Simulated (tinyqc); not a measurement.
Plane-wave Kohn-Sham cycle with exchange-only LDA in a layered model solid, step by step. Computed by tinyqc, a small Python program that keeps every step. Settings: points = 16, plane-wave index or count = 2, electrons = 2, k points = 2, area = 25.0, mixing = 1.0, iteration cap = 80. Command: `OMP_NUM_THREADS=1 python tinyqc.py 23389 23390 out.jsonl` (the two numbers bound the seeds that draw the settings). One thread of a shared host (Intel(R) Xeon(R) Processor @ 2.60GHz), about 0.01 s of CPU time with the checks. Later iterations appear only in the table of the cycle.

## Iteration 1: potential

A solid whose potential varies along x alone (atomic units):
```
parameter                      value
period a                    4.300000
cross-section of the cell  25.000000
electrons per cell                 2
grid points                       16
plane waves -n..n, n               2
k points                           2
V1 in V1 cos(2 pi x/a)     -0.580000
V2 in V2 cos(4 pi x/a)      0.050000
```

density at the start, on the grid x_j = j a/N (e/bohr^3): [0.018605, 0.018605, 0.018605, 0.018605, 0.018605, 0.018605, 0.018605, 0.018605, 0.018605, 0.018605, 0.018605, 0.018605, 0.018605, 0.018605, 0.018605, 0.018605]

V_H(G) = 4 pi rho(G)/G^2 for G != 0 (uniform background); v_x = -(3 rho/pi)^(1/3); V = V_ext + V_H + v_x; Fourier components f(G_m) = (1/N) sum_j f(x_j) exp(-i G_m x_j).

Potentials on the grid (hartree):
```
x         V_ext     V_H      v_x        V
0.0000  -0.5300  0.0000  -0.2609  -0.7909
0.2687  -0.5005  0.0000  -0.2609  -0.7614
0.5375  -0.4101  0.0000  -0.2609  -0.6711
0.8063  -0.2573  0.0000  -0.2609  -0.5182
1.0750  -0.0500  0.0000  -0.2609  -0.3109
1.3438   0.1866  0.0000  -0.2609  -0.0743
1.6125   0.4101  0.0000  -0.2609   0.1492
1.8813   0.5712  0.0000  -0.2609   0.3103
2.1500   0.6300  0.0000  -0.2609   0.3691
2.4188   0.5712  0.0000  -0.2609   0.3103
2.6875   0.4101  0.0000  -0.2609   0.1492
2.9562   0.1866  0.0000  -0.2609  -0.0743
3.2250  -0.0500  0.0000  -0.2609  -0.3109
3.4937  -0.2573  0.0000  -0.2609  -0.5182
3.7625  -0.4101  0.0000  -0.2609  -0.6711
4.0312  -0.5005  0.0000  -0.2609  -0.7614
```

V(G_m), m = 0, 1, 2, ... (hartree): [-0.2609, -0.2900, 0.0250, 0.0000, 0.0000]

## Iteration 1: Hamiltonian at one k

k = 0.2500 2 pi / a

H(m,m') = (k + G_m)^2/2 delta + V(G_m - G_m'), with V(-G) = V(G).

H (hartree), order -2, -1, +0, +1, +2:
$$\begin{pmatrix}
3.0085 & -0.2900 & 0.0250 & 0.0000 & 0.0000 \\
-0.2900 & 0.3396 & -0.2900 & 0.0250 & 0.0000 \\
0.0250 & -0.2900 & -0.1942 & -0.2900 & 0.0250 \\
0.0000 & 0.0250 & -0.2900 & 1.4071 & -0.2900 \\
0.0000 & 0.0000 & 0.0250 & -0.2900 & 5.1436
\end{pmatrix}$$

## Iteration 1: levels at that k

Diagonalise the Hermitian matrix.

eigenvalues (hartree): [-0.3612, 0.4185, 1.4403, 3.0406, 5.1664]

## Iteration 1: new density

Motion across x is left out: the lowest 1 band(s) hold two electrons at each of the k points (j + 1/2)/nk - 1/2. Residual R = rho(out) - rho(in); rho(new) = rho(in) + 1 R. rho(out) = 2/(a A nk) sum |psi|^2 with psi = sum c exp(i G x). Harris energy E = band energy - dV sum rho (V_H/2 + v_x) + (3/4) dV sum rho v_x with rho(in), dV = a A/N, band energy = (2/nk) sum of the filled levels.

rho(out) (e/bohr^3): [0.040169, 0.037756, 0.031407, 0.023261, 0.015538, 0.009607, 0.005796, 0.003795, 0.003187, 0.003795, 0.005796, 0.009607, 0.015538, 0.023261, 0.031407, 0.037756]

density after iteration 1 (e/bohr^3): [0.040169, 0.037756, 0.031407, 0.023261, 0.015538, 0.009607, 0.005796, 0.003795, 0.003187, 0.003795, 0.005796, 0.009607, 0.015538, 0.023261, 0.031407, 0.037756]

energy per cell = -0.591989 hartree

## Iteration 2: potential

As before.

Potentials on the grid (hartree):
```
x         V_ext      V_H      v_x        V
0.0000  -0.5300   0.1124  -0.3373  -0.7549
0.2687  -0.5005   0.1028  -0.3304  -0.7281
0.5375  -0.4101   0.0761  -0.3107  -0.6447
0.8063  -0.2573   0.0379  -0.2811  -0.5005
1.0750  -0.0500  -0.0045  -0.2457  -0.3002
1.3438   0.1866  -0.0443  -0.2093  -0.0670
1.6125   0.4101  -0.0761  -0.1769   0.1572
1.8813   0.5712  -0.0964  -0.1536   0.3212
2.1500   0.6300  -0.1033  -0.1449   0.3818
2.4188   0.5712  -0.0964  -0.1536   0.3212
2.6875   0.4101  -0.0761  -0.1769   0.1572
2.9562   0.1866  -0.0443  -0.2093  -0.0670
3.2250  -0.0500  -0.0045  -0.2457  -0.3002
3.4937  -0.2573   0.0379  -0.2811  -0.5005
3.7625  -0.4101   0.0761  -0.3107  -0.6447
4.0312  -0.5005   0.1028  -0.3304  -0.7281
```

V(G_m), m = 0, 1, 2, ... (hartree): [-0.2436, -0.2838, 0.0284, -0.0003, 0.0001]

## Iteration 2: Hamiltonian at one k

k = 0.2500 2 pi / a

As before.

H (hartree), order -2, -1, +0, +1, +2:
$$\begin{pmatrix}
3.0258 & -0.2838 & 0.0284 & -0.0003 & 0.0001 \\
-0.2838 & 0.3569 & -0.2838 & 0.0284 & -0.0003 \\
0.0284 & -0.2838 & -0.1769 & -0.2838 & 0.0284 \\
-0.0003 & 0.0284 & -0.2838 & 1.4245 & -0.2838 \\
0.0001 & -0.0003 & 0.0284 & -0.2838 & 5.1609
\end{pmatrix}$$

## Iteration 2: levels at that k

As before.

eigenvalues (hartree): [-0.3373, 0.4324, 1.4565, 3.0568, 5.1828]

## Iteration 2: new density

As before.

rho(out) (e/bohr^3): [0.039715, 0.037388, 0.031242, 0.023302, 0.015702, 0.009799, 0.005963, 0.003930, 0.003308, 0.003930, 0.005963, 0.009799, 0.015702, 0.023302, 0.031242, 0.037388]

density after iteration 2 (e/bohr^3): [0.039715, 0.037388, 0.031242, 0.023302, 0.015702, 0.009799, 0.005963, 0.003930, 0.003308, 0.003930, 0.005963, 0.009799, 0.015702, 0.023302, 0.031242, 0.037388]

energy per cell = -0.582846 hartree

## Convergence

Stop when sqrt(dV sum R^2) is below 1e-8, dV = a A/N.

Course of the cycle:
```
iteration  E (hartree)  norm of the residual
1            -0.591989              1.36e-01
2            -0.582846              2.27e-03
3            -0.582847              7.51e-06
4            -0.582847              3.73e-08
5            -0.582847              7.84e-10
```

Converged in 5 iterations. Before convergence this energy mixes input and output and is not variational, so it may rise towards its limit.
